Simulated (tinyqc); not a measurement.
What each parameter does: sp3s* tight binding with spin-orbit coupling.

sp3s* tight binding, nearest neighbours only: anion (a) at 0, cation (c) at a/4 (1,1,1), orbitals s, px, py, pz, s* on each; k in units of 2 pi/a. With phases e_j = exp(i (pi/2) k.n_j) for n = (1,1,1), (1,-1,-1), (-1,1,-1), (-1,-1,1): g0 = (e1+e2+e3+e4)/4, g1 = (e1+e2-e3-e4)/4, g2 = (e1-e2+e3-e4)/4, g3 = (e1-e2-e3+e4)/4. The diagonal holds the levels Esa, Epa, Exa (s*) and Esc, Epc, Exc. Anion-cation block: <sa|sc> = Vss g0; <sa|xc> = Vsapc g1; <xa|sc> = -Vscpa g1; <xa|xc> = Vxx g0; <xa|yc> = <ya|xc> = Vxy g3, <xa|zc> = <za|xc> = Vxy g2, <ya|zc> = <za|yc> = Vxy g1; <s*a|xc> = Vxapc g1; <xa|s*c> = -Vpaxc g1; y and z take g2 and g3 in place of g1; s-s* and s*-s* vanish.

Spin-orbit coupling acts within the p shell of each atom as (D/3) L.sigma, D = Da or Dc: it puts four states at Ep + D/3 and two at Ep - 2D/3.

Values chosen for the exercise (near a published set for Si, fitted to gaps, whose masses and valley positions are rough; spin-orbit coupling, where it is added without a refit, lifts the valence top and shrinks all gaps by about a third of the splitting; shifted at random, so the results belong to these values and not to a real crystal):

| symbol | value | unit | meaning |
|---|---|---|---|
| Esa | -4.202 | eV | s level of the anion |
| Epa | 1.718 | eV | p level of the anion |
| Esc | -4.202 | eV | s level of the cation |
| Epc | 1.718 | eV | p level of the cation |
| Exa | 6.674 | eV | s* level of the anion |
| Exc | 6.674 | eV | s* level of the cation |
| Vss | -8.287 | eV | s-s |
| Vxx | 1.711 | eV | px-px |
| Vxy | 4.578 | eV | px-py |
| Vsapc | 5.718 | eV | s anion, p cation |
| Vscpa | 5.718 | eV | s cation, p anion |
| Vxapc | 5.386 | eV | s* anion, p cation |
| Vpaxc | 5.386 | eV | p anion, s* cation |
| Da | 0.043 | eV | atomic spin-orbit splitting, anion |
| Dc | 0.043 | eV | the same, cation |

Gaps from the top of the valence band at Gamma; Delta is the minimum on (x,0,0), 0.5 <= x <= 1. A change on one sublattice alone makes the two atoms unequal. Each row changes one parameter from the base and keeps the others.

Results:

| case | Ev (eV) | gap Gamma (eV) | gap Delta (eV) | gap L (eV) |
|---|---|---|---|---|
| base | 0.0213 | 3.3790 | 1.1331 | 2.4566 |
| Esc = -4.402 eV | 0.0213 | 3.3790 | 1.1161 | 2.3874 |
| Exc = 6.474 eV | 0.0213 | 3.3790 | 1.0949 | 2.3959 |
| Vscpa = 5.518 eV | 0.0213 | 3.3790 | 1.0797 | 2.3628 |
| Epa = 1.518 eV | -0.0816 | 3.3848 | 1.1888 | 2.5135 |
| Vxx = 1.411 eV | 0.3213 | 2.7790 | 0.7731 | 2.1319 |
| Vxy = 4.878 eV | 0.0213 | 3.3790 | 1.1331 | 2.4075 |

The largest shifts from the base row, up to three for each result and ties (the steps differ in size, so this ranks the rows, not the parameters). Ev (eV): Vxx +0.3000, Epa -0.1029; unchanged at the printed digits by Esc, Exc, Vscpa and Vxy. gap Gamma (eV): Vxx -0.6000, Epa +0.0058; unchanged at the printed digits by Esc, Exc, Vscpa and Vxy. gap Delta (eV): Vxx -0.3599, Epa +0.0557, Vscpa -0.0534; unchanged at the printed digits by Vxy. gap L (eV): Vxx -0.3247, Vscpa -0.0938, Esc -0.0692. Exc, Vscpa and Vxy cannot move Ev or the gap at Gamma, whose blocks do not hold them; s parameters never move Ev, and move the gap only where the lowest empty level at Gamma is s-like.

(tinyqc, `OMP_NUM_THREADS=1 python tinyqc.py 1450913 1450914 out.jsonl`, Intel(R) Xeon(R) Processor @ 2.30GHz, 1 thread, shared host, about 0.3 s.)
